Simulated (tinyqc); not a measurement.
# Changing the temperature T

Model: polytypes and stacking faults of a tetrahedral semiconductor in an axial Ising model with couplings up to third neighbours. Computed by tinyqc, a small Python program. Command: `OMP_NUM_THREADS=1 python tinyqc.py 3027032 3027033 out.jsonl polytype sweep`. One thread of a shared host (Intel(R) Xeon(R) Processor @ 2.30GHz), about 0.01 s of CPU time with the checks.

Each double layer has s = +1 or -1 for the sense of its stacking step; E per pair of atoms = E0 - sum_n J_n <s_i s_(i+n)>, n = 1, 2, 3. Hexagonality h = (1 - <s_i s_(i+1)>)/2.

Inputs (values chosen for the exercise, for a model crystal): J1 = 1.27 meV/pair; J2 = -0.0564 meV/pair; J3 = 0.05 meV/pair; basal lattice constant a = 3.82 angstrom; binding energy of the fault level E_b = 0.097 eV; in-plane mass m = 0.46 m0; effective density of states N_c at 300 K = 1.2e+19 1/cm^3; electron density n = 1.3e+19 1/cm^3.

Host polytype: 3C.

fault coefficients k_n, rows intrinsic, extrinsic, twin boundary, columns J1, J2, J3:
```
[[4, 4, 4],
 [4, 8, 8],
 [2, 4, 6]]
```

Constants: 1 eV/angstrom^2 = 16.02176634 J/m^2; m_0 = 9.1093837015e-31 kg; hbar = 1.054571817e-34 J s; k_B = 1.380649e-23 J/K; k_B = 8.617333262e-05 eV/K.

Method:
- Faults in 3C: the sequences intrinsic (-), extrinsic (--), twin boundary (+ turns to -) are put between perfect repeats; k_n = (layers x C_n of the host) - sum_i s_i s_(i+n). gamma = sum k_n J_n/A, A = (sqrt 3/2) a^2; 1 meV/angstrom^2 = 16.02177 mJ/m^2.
- The fault binds electrons in a two-dimensional band E_b below the conduction edge, g2 = m m0/(pi hbar^2) for one valley. With the Fermi level held by the bulk, eta = ln[n/N_c(T)], N_c(T) = N_c (T/300)^1.5, the grand potential falls by g2 (k_B T)^2 F1(x), x = eta + E_b/(k_B T), F1(x) = integral from 0 to infinity of ln(1 + exp(x - t)) dt; sheet density g2 k_B T ln(1 + e^x). Band bending by the trapped charge is left out, so the gain is an upper bound.
- Net fault energy = gamma of the intrinsic fault less the electronic gain.

One run for each value:
```
temperature T (K)  electronic gain (mJ/m^2)  sheet density (1/cm^2)  net fault energy (mJ/m^2)       x
250                                   1.919               2.013e+13                      4.489   4.856
406                                   1.671               1.671e+13                      4.737   2.399
562                                   1.444               1.320e+13                      4.964   1.141
719                                   1.281               1.041e+13                      5.127   0.334
875                                   1.173               8.414e+12                      5.235  -0.239
1030                                  1.103               7.005e+12                      5.305  -0.677
1190                                  1.056               5.959e+12                      5.352  -1.041
1340                                  1.026               5.231e+12                      5.382  -1.325
1500                                  1.006               4.636e+12                      5.402  -1.584
```

Over the rows, electronic gain (mJ/m^2) falls from 1.92 to 1.01 (exponent d ln y / d ln x -0.29 between the first rows and -0.18 between the last); sheet density (1/cm^2) falls from 2.01e13 to 4.64e12 (exponent d ln y / d ln x -0.38 between the first rows and -1.1 between the last); net fault energy (mJ/m^2) rises from 4.49 to 5.40.

Caution (rows 250, 406, 562): the bulk is near degeneracy, where eta = ln(n/N_c) underestimates the Fermi level.
